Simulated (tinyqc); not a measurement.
Comparisons within one model: bond unit of a tetrahedral oxide and its oxygen vacancy in tight binding. A value that a table varies takes the place of the one given here.

Two sp3 hybrids h1, h2 at eh = (es + 3 ep)/4 point at one oxygen with orbitals s, px, py, pz; x joins the two cations, z bisects the angle phi, and th = (180 - phi)/2. With u = hbar^2/(m d^2) = 2c/d^2, c = hbar^2/2m0: Vhs = -(1.32 + sqrt3 x 1.42) u/2 and Vhp = (1.42 + sqrt3 x 2.22) u/2. <h|s> = Vhs for both; <h1|px> = Vhp cos(th), <h2|px> = -Vhp cos(th); <h|pz> = Vhp sin(th) for both; py is a lone pair. The unit holds 8 electrons. Coupling between units, which widens the levels into bands, is left out.

Without the oxygen the two hybrids face each other at distance R and couple by -V2, V2 = 3.22 x 2c/R^2, c = hbar^2/2m0: a bond at eh - V2 with two electrons and an antibond at eh + V2. Levels are measured from eop, the lone-pair level that stands for the top of the valence band.

Constants: hbar^2/2m0 = 3.80998211 eV angstrom^2.

Parameters, chosen for this exercise (near tabulated values for SiO2; the results hold for these values, not for the real material): es = -14.9 eV (s level of the cation); ep = -7.65 eV (p level of the cation); eos = -33.51 eV (s level of oxygen); eop = -17.1 eV (p level of oxygen); d = 1.61 angstrom (cation-oxygen distance); phi = 140 degrees (bond angle at oxygen); R = 3.14 angstrom (cation-cation distance across the vacancy).

## Bond angle at oxygen

phi is varied at fixed d. Levels above eop; cation-cation distance 2 d cos(th); band energy is twice the sum of the four filled levels, relative to phi = 180; excess on O is the number of electrons on oxygen less 6.

Against phi:
```
phi (deg)  distance (angstrom)  level 2  level 3  level 5  level 6  excess on O  band energy (eV)
110                      2.638   -5.926   -2.664   12.822   13.563        0.916            -1.997
120                      2.789   -6.400   -2.126   12.239   14.037        0.942            -1.778
130                      2.918   -6.810   -1.596   11.669   14.448        0.978            -1.459
140                      3.026   -7.152   -1.098   11.136   14.789        1.023            -1.077
150                      3.110   -7.421   -0.657   10.669   15.059        1.072            -0.682
160                      3.171   -7.616   -0.307   10.299   15.254        1.119            -0.331
170                      3.208   -7.734   -0.079   10.060   15.371        1.154            -0.088
180                      3.220   -7.773    0.000    9.977   15.410        1.167             0.000
```

Bending moves coupling from px to pz: level 2 rises from -7.77 to -5.93 eV and level 3 falls from 0.00 to -2.66 eV between 180 and 110 degrees. The lowest empty level is lowest at 180 degrees (9.98 eV) and highest at 110 (12.82 eV), so a spread of angles in a glass smears the conduction edge. The band energy is lowest at 110 degrees of those listed (-2.00 eV); the repulsion of the cations, not included, opposes bending.

## The vacancy as the cations move

R is varied; eh = (es + 3 ep)/4. The last two columns are the band energies of the bond with two electrons, -2 V2, and with one, -V2.

Against R (eV):
```
R (angstrom)     V2  bond level  antibond level  two electrons  one electron
2.20          5.069       2.568          12.707        -10.139        -5.069
2.35          4.443       3.195          12.080         -8.886        -4.443
2.50          3.926       3.712          11.563         -7.852        -3.926
2.70          3.366       4.272          11.003         -6.731        -3.366
3.00          2.726       4.911          10.364         -5.453        -2.726
3.30          2.253       5.384           9.891         -4.506        -2.253
3.70          1.792       5.845           9.430         -3.585        -1.792
4.20          1.391       6.247           9.028         -2.782        -1.391
```

The bond level rises from 2.57 eV at 2.2 to 6.25 eV at 4.2 angstrom, towards the lone hybrid at 7.64 eV. Taking one electron away halves the pull between the cations (at 2.5 angstrom from 6.28 to 3.14 eV/angstrom), so the positive vacancy relaxes outward and its level moves up: capture and release of a hole take place at different energies.

## What each value does

Spacing from the highest filled to the lowest empty level, excess electrons on oxygen (their number less 6), and the vacancy bond level eh - V2 - eop, V2 = 3.22 x 2c/R^2. Each row changes one parameter from the base and keeps the others.

Results:
```
case               spacing (eV)  excess on O  vacancy level (eV)
base                    11.1364       1.0227              5.1489
es = -14.4 eV           11.2412       1.0315              5.2739
ep = -7.15 eV           11.4514       1.0488              5.5239
eos = -31.51 eV         11.2819       1.0098              5.1489
eop = -16.6 eV          10.6855       0.9893              4.6489
d = 1.65 angstrom       10.8590       1.0540              5.1489
phi = 132 degrees       11.5587       0.9865              5.1489
R = 3.29 angstrom       11.1364       1.0227              5.3707
```

The largest shifts from the base row, up to three for each result and ties (the steps differ in size, so this ranks the rows, not the parameters). spacing (eV): eop -0.4509, phi +0.4223, ep +0.3150; unchanged at the printed digits by R. excess on O: phi -0.0362, eop -0.0334, d +0.0313; unchanged at the printed digits by R. vacancy level (eV): eop -0.5000, ep +0.3750, R +0.2217; unchanged at the printed digits by eos, d and phi.

Run: tinyqc, `OMP_NUM_THREADS=1 python tinyqc.py 1452421 1452422 out.jsonl`; Intel(R) Xeon(R) Processor @ 2.30GHz, one thread, shared host; about 0.01 s of CPU time with all checks.
